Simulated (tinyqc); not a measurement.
Worked calculation (part 2 of 2): RKS/BLYP in the sto-3g basis, for BeH2, spin multiplicity 1. Computed by tinyqc, a small Python program that keeps every step (integrals from PySCF). Command: `OMP_NUM_THREADS=1 python tinyqc.py 20141 20142 out.jsonl` (the two numbers bound the seeds that draw the settings). One thread of a shared host (Intel(R) Xeon(R) Processor @ 2.60GHz), about 0.9 s of CPU time with the checks.

Geometry (angstrom):

| atom | x | y | z |
|---|---|---|---|
| Be | 0.000000 | 0.000000 | 0.000000 |
| H | 0.000000 | 1.342000 | 0.090000 |
| H | 0.000000 | -1.367000 | 0.092000 |

## Iteration 2: diagonalisation and new density

extrapolated F (hartree), lower triangle:
```
            1Be 1s     1Be 2s   1Be 2px    1Be 2py    1Be 2pz      2H 1s      3H 1s
1Be 1s   -3.744316
1Be 2s   -1.100326  -0.495096
1Be 2px   0.000000   0.000000  0.014690
1Be 2py  -0.000196  -0.002337  0.000000  -0.111091
1Be 2pz   0.000915  -0.001480  0.000000  -0.000161   0.014019
2H 1s    -0.299271  -0.269021  0.000000  -0.194878  -0.012866  -0.184864
3H 1s    -0.283311  -0.260658  0.000000   0.191538  -0.012681  -0.039476  -0.176745
```

X, lower triangle:
```
            1Be 1s     1Be 2s   1Be 2px    1Be 2py    1Be 2pz      2H 1s     3H 1s
1Be 1s    1.028424
1Be 2s   -0.153209   1.251955
1Be 2px   0.000000   0.000000  1.000000
1Be 2py   0.000079   0.008477  0.000000   1.371000
1Be 2pz  -0.001328   0.017034  0.000000   0.000505   1.001288
2H 1s     0.018041  -0.316358  0.000000  -0.446088  -0.023835   1.306506
3H 1s     0.018795  -0.301285  0.000000   0.433637  -0.023017  -0.100778  1.290032
```

Diagonalise F' = X^T F X, C = X C', fill 3 alpha and 3 beta electrons from the bottom; D = 2 C_occ C_occ^T. Each column has its largest component positive (the first on a tie).

F' = X^T F X (hartree), lower triangle:
```
           1          2         3          4          5          6         7
1  -3.644295
2  -0.605582  -0.129074
3   0.000000   0.000000  0.014690
4   0.000958   0.003318  0.000000   0.202582
5  -0.000234   0.012340  0.000000   0.000245   0.015245
6  -0.057510  -0.189323  0.000000  -0.294706  -0.015884   0.069860
7  -0.050543  -0.181097  0.000000   0.288120  -0.015363  -0.088199  0.065854
```

orbital energies (hartree): MO1 -3.749494, MO2 -0.268061, MO3 -0.233317, MO4 0.012593, MO5 0.014690, MO6 0.226199, MO7 0.592254

coefficients C:
```
               MO1        MO2        MO3        MO4       MO5        MO6        MO7
1Be 1s    0.988647  -0.234165   0.013533   0.030048  0.000000  -0.220128  -0.003121
1Be 2s    0.044314   0.592039  -0.039590  -0.134299  0.000000   1.186820   0.038230
1Be 2px   0.000000   0.000000   0.000000   0.000000  1.000000   0.000000   0.000000
1Be 2py   0.000048   0.029481   0.488764   0.000059  0.000000  -0.016698   1.423626
1Be 2pz   0.000180   0.012896  -0.000663   0.990565  0.000000   0.150241   0.003082
2H 1s    -0.006339   0.397655   0.392948   0.061838  0.000000  -0.807290  -1.024190
3H 1s    -0.006496   0.346376  -0.439114   0.062198  0.000000  -0.829637   0.974181
```

D after iteration 2, lower triangle:
```
            1Be 1s     1Be 2s   1Be 2px    1Be 2py   1Be 2pz      2H 1s     3H 1s
1Be 1s    2.064880
1Be 2s   -0.190719   0.708082
1Be 2px   0.000000   0.000000  0.000000
1Be 2py  -0.000483  -0.003788  0.000000   0.479519
1Be 2pz  -0.005702   0.015339  0.000000   0.000112  0.000334
2H 1s    -0.188133   0.439180  0.000000   0.407564  0.009733   0.625156
3H 1s    -0.186947   0.444329  0.000000  -0.408824  0.009514  -0.069539  0.625680
```

## Iteration 8 (converged): orbitals

converged F (hartree), lower triangle:
```
            1Be 1s     1Be 2s   1Be 2px    1Be 2py    1Be 2pz      2H 1s      3H 1s
1Be 1s   -3.734475
1Be 2s   -1.098554  -0.493843
1Be 2px   0.000000   0.000000  0.016685
1Be 2py  -0.000185  -0.002077  0.000000  -0.111256
1Be 2pz   0.000855  -0.001797  0.000000  -0.000147   0.015997
2H 1s    -0.298826  -0.269464  0.000000  -0.196074  -0.013002  -0.189166
3H 1s    -0.282896  -0.261483  0.000000   0.193314  -0.012856  -0.039452  -0.182594
```

As before.

F' = X^T F X (hartree), lower triangle:
```
           1          2         3          4          5          6         7
1  -3.634379
2  -0.605359  -0.127468
3   0.000000   0.000000  0.016685
4   0.000941   0.003530  0.000000   0.203885
5  -0.000263   0.012078  0.000000   0.000247   0.017227
6  -0.057290  -0.189045  0.000000  -0.294866  -0.015902   0.064491
7  -0.050321  -0.180725  0.000000   0.288342  -0.015394  -0.088031  0.058799
```

orbital energies (hartree): MO1 -3.739729, MO2 -0.269672, MO3 -0.236415, MO4 0.014579, MO5 0.016685, MO6 0.223551, MO7 0.590241

coefficients C:
```
               MO1        MO2        MO3        MO4       MO5        MO6        MO7
1Be 1s    0.988546  -0.232799   0.010199   0.030824  0.000000  -0.222091  -0.003391
1Be 2s    0.044684   0.582983  -0.030343  -0.137088  0.000000   1.191183   0.039781
1Be 2px   0.000000   0.000000   0.000000   0.000000  1.000000   0.000000   0.000000
1Be 2py   0.000041   0.023236   0.482505   0.000322  0.000000  -0.019206   1.425843
1Be 2pz   0.000202   0.013696  -0.000584   0.990333  0.000000   0.151689   0.003192
2H 1s    -0.006388   0.398940   0.401621   0.062164  0.000000  -0.803273  -1.023464
3H 1s    -0.006550   0.358572  -0.440282   0.062589  0.000000  -0.827522   0.971010
```

D after iteration 8, lower triangle:
```
            1Be 1s     1Be 2s   1Be 2px    1Be 2py   1Be 2pz      2H 1s     3H 1s
1Be 1s    2.063046
1Be 2s   -0.183710   0.685573
1Be 2px   0.000000   0.000000  0.000000
1Be 2py  -0.000894  -0.002185  0.000000   0.466702
1Be 2pz  -0.005990   0.016022  0.000000   0.000073  0.000376
2H 1s    -0.190183   0.440207  0.000000   0.406107  0.010456   0.640987
3H 1s    -0.188881   0.444216  0.000000  -0.408214  0.010333  -0.067472  0.644930
```

## Convergence

Stop when the energy changes by less than 1e-10 hartree and every element of the error matrix X^T (F D S - S D F) X is below 3e-06.

Course of the cycle:

| iteration | E (hartree) | change | largest element of the error matrix |
|---|---|---|---|
| 1 | -15.72360159 | - | 1.15e-01 |
| 2 | -15.73645214 | -1.29e-02 | 3.10e-02 |
| 3 | -15.73806420 | -1.61e-03 | 9.53e-03 |
| 4 | -15.73822500 | -1.61e-04 | 4.04e-04 |
| 5 | -15.73822539 | -3.90e-07 | 3.34e-05 |
| 6 | -15.73822539 | -1.62e-09 | 1.01e-05 |
| 7 | -15.73822539 | -2.45e-10 | 2.81e-06 |
| 8 | -15.73822539 | -1.03e-11 | 4.60e-07 |

PySCF RKS in the same basis, fine grid = -15.68282941 hartree

Converged in 8 iterations. The coarse grid moves the energy by -5.54e-02 hartree.

## Populations, bond orders and dipole

overlap S, lower triangle:
```
           1Be 1s    1Be 2s   1Be 2px    1Be 2py   1Be 2pz     2H 1s     3H 1s
1Be 1s   1.000000
1Be 2s   0.259517  1.000000
1Be 2px  0.000000  0.000000  1.000000
1Be 2py  0.000000  0.000000  0.000000   1.000000
1Be 2pz  0.000000  0.000000  0.000000   0.000000  1.000000
2H 1s    0.068722  0.457937  0.000000   0.523310  0.035095  1.000000
3H 1s    0.065024  0.447843  0.000000  -0.516107  0.034734  0.033108  1.000000
```

Mulliken: Z minus the diagonal of D S on the atom; Loewdin: the same with S^(1/2) D S^(1/2); Mayer order: 2 sum_s sum (D(s) S)_ij (D(s) S)_ji over the two atoms.

Charges (e):

| atom | Mulliken | Loewdin |
|---|---|---|
| 1Be | 0.080552 | 0.061627 |
| 2H | -0.040158 | -0.030567 |
| 3H | -0.040395 | -0.031060 |

Mayer bond orders:

| pair | order |
|---|---|
| 2-1 | 0.993513 |
| 3-1 | 0.993494 |
| 3-2 | 0.004874 |

dipole moment about the origin, x y z (debye): 0.000000  0.007817  -0.284462
